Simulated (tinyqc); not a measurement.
Tunnel coupling from the slope of the charge transition.

Problem. In a double dot with one electron the occupation changes at zero detuning with the slope tanh(tc/kB T)/(4 tc). Find kB T, tc and 2 tc/h.

Inputs (values chosen for the exercise): electron temperature T = 0.2 K.

Constants: q = 1.602176634e-19 C, kB = 1.380649e-23 J/K, h = 6.62607015e-34 J s, Vt = kB T/q. Results are converted to the units shown.

dP_R/d(ep) at ep = 0 = 0.012541574 1/ueV

Solution. The slope falls steadily with tc from 1/(4 kB T), so there is one root.

kB T = 17.23 ueV
tc = 12.00 ueV
2 tc/h = 5.803 GHz

tinyqc, about 0.01 s, one thread, Intel Xeon 2.30GHz (shared host): `OMP_NUM_THREADS=1 python tinyqc.py 2470035 2470036 out.jsonl`
